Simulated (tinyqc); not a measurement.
Input admittance of a MOSFET at zero drain bias: distributed channel and distributed gate: one step of the calculation.

Source and drain grounded, strong inversion, w = 2 pi f, Cox = eps0 eox/tox. The channel is an RC line of resistance 1/(mu Cox Vo) per square fed from both ends, so one finger has the intrinsic admittance y = i w Cox L tanh(g)/g per width, g = (1/2) sqrt(i w tau), tau = L^2/(mu Vo). The vertical resistance rv/L is in series with y, the overlaps 2 i w Cov in parallel: y_t = 1/(1/y + rv/L) + 2 i w Cov. The gate strip is a line of Rsh/L per length loaded by y_t, so a finger has Y = y_t Wf tanh(k)/k, k = (Wf/sd) sqrt(y_t Rsh/L); the device has Nf Y.

Question. Admittance of the channel and stack per width. tau, g, c = Cox L, y and y_t as defined.

Values chosen for this exercise; values of the order met in silicon radio-frequency transistors: relative permittivity of the gate insulator (close to silicon dioxide) eox = 3.9; insulator thickness tox = 6 nm; channel length L = 0.78 um; channel mobility mu = 330 cm^2/(V s); gate overdrive Vo = 0.61 V; vertical resistivity of the gate stack rv = 2.6 ohm um^2; overlap and fringe capacitance on each side Cov = 0.16 fF/um; frequency f = 4.6 GHz.

Constants: eps0 = 8.8541878128e-14 F/cm where lengths are in cm. Results are converted to the units shown.

Find: tau; g; c; y; y_t.

Answer.

tau = 30.22 ps
g = 0.3304+0.3304i
c = 4.489 fF/um
y = 9.4+128.9i uS/um
y_t = 9.4+138.2i uS/um

w tau = 0.874, and Im y is 0.994 of w c.

tinyqc, about 0.01 s, one thread, Intel Xeon 2.30GHz (shared host): `OMP_NUM_THREADS=1 python tinyqc.py 2262235 2262236 out.jsonl`
